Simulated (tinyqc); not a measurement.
Double-gate transistor below threshold, two-dimensional Poisson equation on a small mesh: one step of the calculation.

Half of a symmetric double-gate structure: row 0 is the mid-plane of the body, where the normal field vanishes. Mobile charge is neglected (subthreshold), the body is fully depleted, and potentials are counted from the intrinsic level; rows run upward to the gate, columns from source to drain.

Task. Jacobi sweep. Free nodes: rows 0..3, columns 1..5, taken row by row from row 0, left to right. t = (up psi(above) + dn psi(below) + lat [psi(left) + psi(right)] + s)/(up + dn + 2 lat), with all neighbours from the previous sweep; psi(new) = t.

psi at the start (fixed values on the edges, free nodes at zero) (V):
```
               j=0          j=1          j=2          j=3          j=4          j=5          j=6
row 0   0.54000000   0.00000000   0.00000000   0.00000000   0.00000000   0.00000000   0.59000000
row 1   0.54000000   0.00000000   0.00000000   0.00000000   0.00000000   0.00000000   0.59000000
row 2   0.54000000   0.00000000   0.00000000   0.00000000   0.00000000   0.00000000   0.59000000
row 3   0.19000000   0.00000000   0.00000000   0.00000000   0.00000000   0.00000000   0.21500000
row 4  -0.16000000  -0.16000000  -0.16000000  -0.16000000  -0.16000000  -0.16000000  -0.16000000
```

```
row         up         dn        lat  s (V)
0        37.44          0  1.8281250      0
1        37.44      37.44  3.6562500      0
2    36.923077      37.44      2.925      0
3    36.923077  36.923077  2.1937500      0
```

Give: psi after iteration 1.

Result.

psi after iteration 1 (V):
```
           j=0      j=1      j=2      j=3      j=4      j=5      j=6
row 0   0.5400   0.0240   0.0000   0.0000   0.0000   0.0262   0.5900
row 1   0.5400   0.0240   0.0000   0.0000   0.0000   0.0262   0.5900
row 2   0.5400   0.0197   0.0000   0.0000   0.0000   0.0215   0.5900
row 3   0.1900  -0.0702  -0.0755  -0.0755  -0.0755  -0.0695   0.2150
row 4  -0.1600  -0.1600  -0.1600  -0.1600  -0.1600  -0.1600  -0.1600
```

Computed by the program tinyqc: `OMP_NUM_THREADS=1 python tinyqc.py 2480019 2480020 out.jsonl`, one thread of a shared Intel Xeon 2.30GHz, about 0.09 s for the whole run.
